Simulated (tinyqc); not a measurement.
Bandgap voltage reference from two bipolar transistors: effect of the offset of the amplifier.

Two transistors of area 1 and N carry the same current I. Is(T) = Is (T/T0)^eta exp[(Vg0 q/kB)(1/T0 - 1/T)], VBE1 = Vt ln(I/Is(T)) + I rb, VBE2 = Vt ln(I/(N Is(T))) + I rb/N. The amplifier forces I R1(T) = VBE1 - VBE2 + Vos, with R(T) = R (1 + tc (T - T0)) for both resistors, and the output is Vref = VBE1 + I R2(T). Base currents and the Early effect are neglected.

Vt = kB T/q; I = (Vt ln N + Vos)/(R1(T) - rb (1 - 1/N)). Box coefficient: span of Vref between 233 and 398 K over its average over T and over 165 K. The last column is the R2 that gives zero slope at T0.

Parameters, values chosen for the exercise; values of the order met in silicon bipolar transistors: reference temperature T0 = 300 K; band-gap voltage extrapolated to 0 K Vg0 = 1.166 V; temperature exponent of the saturation current eta = 3.2; saturation current of the unit transistor at T0 Is = 3e-17 A; area ratio of the second transistor N = 8; resistor across which the difference of VBE falls, at T0 R1 = 2.6 kohm; temperature coefficient of both resistors tc = -500 ppm/K; series resistance of the unit transistor rb = 26 ohm; output resistor at T0 R2 = 23.35 kohm.

Constants: q = 1.602176634e-19 C, kB = 1.380649e-23 J/K. Results are converted to the units shown.

Effect of the offset of the amplifier:
```
Vos (mV)  I at T0 (uA)  Vref at T0 (V)  slope at T0 (uV/K)  box coefficient (ppm/K)  R2 for zero slope (kohm)
-5               18.92           1.145              -85.55                    79.67                     24.58
-3               19.69           1.164              -85.74                    78.51                     24.58
-1               20.47           1.183              -85.78                    77.27                     24.58
0                20.86           1.193              -85.75                    76.62                     24.58
1                21.25           1.202              -85.69                    75.96                     24.58
3                22.02           1.221              -85.49                    74.61                     24.58
5                22.80           1.240              -85.19                    73.23                     24.57
```

What does the comparison show?

As Vos goes from -5 to 5, Vref rises from 1.145 to 1.240 V and the box coefficient falls from 79.7 to 73.2 ppm/K. Each mV of offset moves Vref by 9.55 mV, about R2/R1 = 8.98 plus the change of VBE1 with the current.

tinyqc, about 0.02 s, one thread, Intel Xeon 2.30GHz (shared host): `OMP_NUM_THREADS=1 python tinyqc.py 2062049 2062050 out.jsonl`
